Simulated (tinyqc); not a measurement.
Range and order of the fit: effective mass of the heavy-hole band from tabulated energies.

c = hbar^2/2m0. A uniform scatter of up to 0.3 meV has been added to mimic numerical noise.
Constants: hbar^2/2m0 = 3.80998211 eV angstrom^2.

Energies along [110], from the band edge downward:

| k (1/angstrom) | E (meV) |
|---|---|
| 0.000000 | 0.00000 |
| 0.017000 | 1.92820 |
| 0.034000 | 8.61360 |
| 0.051000 | 18.84830 |
| 0.068000 | 32.90890 |
| 0.085000 | 49.79350 |
| 0.102000 | 68.21940 |
| 0.119000 | 87.25290 |
| 0.136000 | 107.21000 |

reference mass (curvature of the model at k = 0.0001 1/angstrom) = 0.500029 m0

Least-squares fits of E = a k^2 (+ b k^4 + d k^6) over points 1 to n, and the line y = c k^2/E against E; errors of m against the reference.

Results:

| n | E at point n (meV) | one term (%) | two terms (%) | three terms (%) | line (%) | rms residual, one term (meV) |
|---|---|---|---|---|---|---|
| 3 | 18.8 | 4.75 | 1.99 | 21.68 | 11.78 | 0.161 |
| 4 | 32.9 | 6.41 | 2.41 | 2.46 | 9.17 | 0.236 |
| 5 | 49.8 | 9.02 | 1.86 | 2.76 | 7.50 | 0.563 |
| 6 | 68.2 | 13.00 | 0.81 | 2.84 | 6.06 | 1.309 |
| 7 | 87.3 | 18.24 | 0.24 | 1.82 | 4.66 | 2.486 |
| 8 | 107.2 | 24.06 | 1.11 | -0.16 | 3.41 | 3.870 |

What can be read from this table?

The error of the parabola goes from +4.75 to +24.06 % as the range widens, and at n = 8 its residual, 3.87 meV, is only 3.6 % of the top energy: a small residual does not vouch for the mass. Over the full range (n = 8) the best form is three terms (0.16 %); the line errs by +11.78 % at n = 3 and +3.41 % at n = 8. Many terms on few points amplify the scatter: three terms err by +21.7 % at n = 3 but by -0.2 % at n = 8.

Run: tinyqc, `OMP_NUM_THREADS=1 python tinyqc.py 1880690 1880691 out.jsonl`; Intel(R) Xeon(R) Processor @ 2.30GHz, one thread, shared host; about 0.01 s of CPU time with all checks.
